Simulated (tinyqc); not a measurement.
Resistance of a source-drain extension with a graded tip: one step of the calculation.

y runs along the channel, the gate covers y > 0. The doping is N0 for y < y0 and N0 10^(-(y - y0)/la) beyond, uniform over the depth xj. Sheet conductance s(y) = q mu(N) max(N - Nch, 0) xj + (for y > 0) ma Cox Vo, with mu(N) = u0 + (u1 - u0)/(1 + (N/Nr)^au) and Cox = eps0 eox/tox. Current is taken as one-dimensional; depletion of the tip, spreading and the contact are left out. The metallurgical junction lies at yj, where N = Nch.

Problem. Resistance of the overlapped part. Midpoint rule on 9 equal steps from 0 to yj: R_ov = sum h/s(y), per width.

Inputs (values chosen for the exercise); mobility law close to that of electrons in silicon:
- eox = 3.9 (relative permittivity of the gate insulator (close to silicon dioxide))
- tox = 1.3 nm (insulator thickness)
- N0 = 1.7e20 cm^-3 (active doping of the extension far from the gate)
- la = 3.7 nm/decade (lateral abruptness)
- y0 = 4.3 nm (position under the gate where the fall begins (gate edge at 0))
- xj = 29 nm (depth of the extension)
- Nch = 1.2e18 cm^-3 (channel doping)
- Vo = 0.49 V (gate overdrive)
- ma = 200 cm^2/(V s) (mobility of the gate-induced layer)
- u1 = 1414 cm^2/(V s) (mobility at low doping)
- u0 = 68.5 cm^2/(V s) (mobility at high doping)
- Nr = 9.2e16 cm^-3 (reference doping)
- au = 0.711 (exponent)

Constants: q = 1.602176634e-19 C, eps0 = 8.8541878128e-14 F/cm where lengths are in cm. Results are converted to the units shown.

Wanted: y; N; doped conductance; sheet resistance; R_ov.

Solution.

| point | y (nm) | N (cm^-3) | doped conductance (uS) | sheet resistance (ohm/square) |
|---|---|---|---|---|
| 0 | 0.6811 | 1.700e20 | 5872 | 163.1 |
| 1 | 2.043 | 1.700e20 | 5872 | 163.1 |
| 2 | 3.405 | 1.700e20 | 5872 | 163.1 |
| 3 | 4.768 | 1.271e20 | 4464 | 211.7 |
| 4 | 6.130 | 5.444e19 | 2046 | 433.5 |
| 5 | 7.492 | 2.332e19 | 969.0 | 813.5 |
| 6 | 8.854 | 9.990e18 | 469.1 | 1371 |
| 7 | 10.22 | 4.280e18 | 215.9 | 2100 |
| 8 | 11.58 | 1.833e18 | 62.32 | 3100 |

R_ov = 11.60 ohm um

tinyqc, about 0.03 s, one thread, Intel Xeon 2.30GHz (shared host): `OMP_NUM_THREADS=1 python tinyqc.py 2282287 2282288 out.jsonl`
